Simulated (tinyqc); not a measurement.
One mass for the acceptor? Model: shallow acceptor in the spherical model (Baldereschi-Lipari), strong spin-orbit limit. Computed by tinyqc, a small Python program. Command: `OMP_NUM_THREADS=1 python tinyqc.py 3000892 3000893 out.jsonl acceptor walk`. One thread of a shared host (Intel(R) Xeon(R) Processor @ 2.30GHz), about 0.01 s of CPU time with the checks.

The 1S(3/2) state has an s envelope f(r) and a d envelope g(r). In effective units they obey -(f'' + 2f'/r + 2f/r) + mu (g'' + 5g'/r + 3g/r^2) = E f and -(g'' + 2g'/r - 6g/r^2 + 2g/r) + mu (f'' - f'/r) = E g. The cubic term, the split-off band and the central cell are left out.

Inputs (values chosen for the exercise, modelled on InAs):

| quantity | value | unit |
|---|---|---|
| Luttinger gamma_1 | 19.7 | - |
| Luttinger gamma_2 | 8.57 | - |
| Luttinger gamma_3 | 9.27 | - |
| dielectric constant eps | 14.3 | - |

Constants: Ry = 13.605693123 eV; a_0 = 0.529177210903 angstrom.

Method:
- Ry* = Ry/(gamma_1 eps^2), a* = a_0 eps gamma_1, mu = (6 gamma_3 + 4 gamma_2)/(5 gamma_1), delta = (gamma_3 - gamma_2)/gamma_1; spherical masses 1/(gamma_1 (1 - mu)) (heavy) and 1/(gamma_1 (1 + mu)) (light).
- Basis: f_i = exp(-zeta_i r), g_i = r exp(-zeta_i r), weight r^2 dr, s = zeta_i + zeta_j. S_ff = 2/s^3, H_ff = zeta_i zeta_j S_ff - 2/s^2; S_gg = 24/s^5, H_gg = 8/s^3 + 24 zeta_i zeta_j/s^5 - 12/s^4; H(f_i, g_j) = mu (6 zeta_i^2/s^4 + 2 zeta_i/s^3); S_fg = 0. Each function is normalised by sqrt(S_ii).
- Large basis: zeta_i = 0.08 x 1.55^(i-1), i = 1..20 in each channel; overlap eigenvalues below 1e-11 are dropped.
- Binding energies are -E Ry*; the mass that fits is E(1S) eps^2/Ry.
- Hydrogenic binding Ry m/eps^2; the density-of-states mass is (m_H^(3/2) + m_L^(3/2))^(2/3); errors are against the large basis.

light-hole mass = 0.0265393 m_0

heavy-hole mass = 0.581395 m_0

1S(3/2) binding energy = 18.2543 meV

1S binding energy:

| mass | value (m_0) | binding (meV) | error (%) |
|---|---|---|---|
| light hole | 0.02654 | 1.766 | -90.33 |
| 1/gamma_1 | 0.05076 | 3.377 | -81.50 |
| mean of heavy and light | 0.30397 | 20.224 | 10.79 |
| heavy hole | 0.58140 | 38.683 | 111.91 |
| density of states | 0.58517 | 38.934 | 113.29 |

What follows from these numbers?

The coupled result, 18.25 meV, lies between the 1/gamma_1 value (no coupling) and the heavy-hole value; the closest single rule here is "mean of heavy and light", off by +10.8 %.
